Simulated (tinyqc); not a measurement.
MOSFET in the linear regime without short-channel effects, parameter extraction from computed curves: two steps of the calculation.

Inversion charge Q = Cox n Vt W0(exp((Vg - VT)/(n Vt))), W0 the Lambert function and n = nf; u = Q/Cox; mobility mu = mu0/(1 + th1 u + th2 u^2); channel resistance Rch = (L - dL)/(W mu Q); Id = Vd/(Rch + Rsd/W). Cox = eps0 eox/tox. Small Vd, no channel-length or drain effects.

Inputs (values chosen for the exercise); channel values of the order met in silicon transistors: relative permittivity of the gate insulator (close to silicon dioxide) eox = 3.9; insulator thickness tox = 1.5 nm; low-field mobility mu0 = 110 cm^2/(V s); second mobility attenuation factor th2 = 0 1/V^2; threshold voltage VT = 0.51 V; gate width W = 10 um; drawn gate length L = 0.19 um; drawn less effective length dL = 0.013 um; drain voltage Vd = 0.05 V.

Constants: eps0 = 8.8541878128e-14 F/cm where lengths are in cm. Results are converted to the units shown.

Problem 1. Threshold and mobility at the peak transconductance. gm_i = (Id_(i+1) - Id_(i-1))/(Vg_(i+1) - Vg_(i-1)); at the point j of largest gm the tangent meets the axis at V_ext = Vg_j - Id_j/gm_j; field-effect mobility gm_j L/(W Cox Vd) with the drawn L.

| point | Vg (V) | Id (uA) |
|---|---|---|
| 0 | 0.27 | 0.051546825 |
| 1 | 0.39 | 1.1379384 |
| 2 | 0.51 | 15.073058 |
| 3 | 0.63 | 56.212094 |
| 4 | 0.75 | 103.51576 |
| 5 | 0.87 | 145.90712 |
| 6 | 0.99 | 181.97019 |
| 7 | 1.11 | 212.40568 |
| 8 | 1.23 | 238.19955 |
| 9 | 1.35 | 260.23134 |
| 10 | 1.47 | 279.21357 |

Wanted: gm; j; V_ext; field-effect mobility.

Solution 1.

| point | gm (uS) |
|---|---|
| 1 | 62.59 |
| 2 | 229.5 |
| 3 | 368.5 |
| 4 | 373.7 |
| 5 | 326.9 |
| 6 | 277.1 |
| 7 | 234.3 |
| 8 | 199.3 |
| 9 | 170.9 |

j = 4
V_ext = 0.4730 V
field-effect mobility = 61.69 cm^2/(V s)

V_ext is 37 mV below the model VT, and the mobility so found is 48 % below mu0 L/(L - dL) = 118 cm^2/(V s), the value for the drawn L; attenuation, series resistance and the slow approach of Q to a straight line all lower the peak gm.

Problem 2. The Y function. Y_i = Id_i/sqrt(gm_i). For Id = beta Vd x/(1 + th x), x = Vg - VT, Y = sqrt(beta Vd) x whatever th. Slope s from points 6 and 9; VT_Y = Vg - Y/s at point 9; beta = s^2/Vd; mobility beta L/(W Cox) with the drawn L; th* = (beta Vd x/Id - 1)/x at point 9.

| point | Vg (V) | Id (uA) |
|---|---|---|
| 0 | 0.27 | 0.051546825 |
| 1 | 0.39 | 1.1379384 |
| 2 | 0.51 | 15.073058 |
| 3 | 0.63 | 56.212094 |
| 4 | 0.75 | 103.51576 |
| 5 | 0.87 | 145.90712 |
| 6 | 0.99 | 181.97019 |
| 7 | 1.11 | 212.40568 |
| 8 | 1.23 | 238.19955 |
| 9 | 1.35 | 260.23134 |
| 10 | 1.47 | 279.21357 |

| point | gm (uS) |
|---|---|
| 1 | 62.589630 |
| 2 | 229.47565 |
| 3 | 368.51126 |
| 4 | 373.72929 |
| 5 | 326.89348 |
| 6 | 277.07733 |
| 7 | 234.28897 |
| 8 | 199.27356 |
| 9 | 170.89176 |

Wanted: Y; s; VT_Y; beta; mobility from Y; th*.

Solution 2.

| point | Y (uA^0.5 V^0.5) |
|---|---|
| 1 | 0.14384 |
| 2 | 0.99502 |
| 3 | 2.9282 |
| 4 | 5.3546 |
| 5 | 8.0700 |
| 6 | 10.932 |
| 7 | 13.877 |
| 8 | 16.874 |
| 9 | 19.907 |

s = 24.930 uA^0.5 V^-0.5
VT_Y = 0.55149 V
beta = 12430 uA/V^2
mobility from Y = 102.59 cm^2/(V s)
th* = 1.1359 1/V

The mobility from Y is 13 % below mu0 L/(L - dL) = 118 cm^2/(V s), which it should reach in deep inversion when th2 = 0.

Program tinyqc, `OMP_NUM_THREADS=1 python tinyqc.py 2210007 2210008 out.jsonl`; Intel Xeon 2.30GHz, shared host, one thread, about 0.01 s.
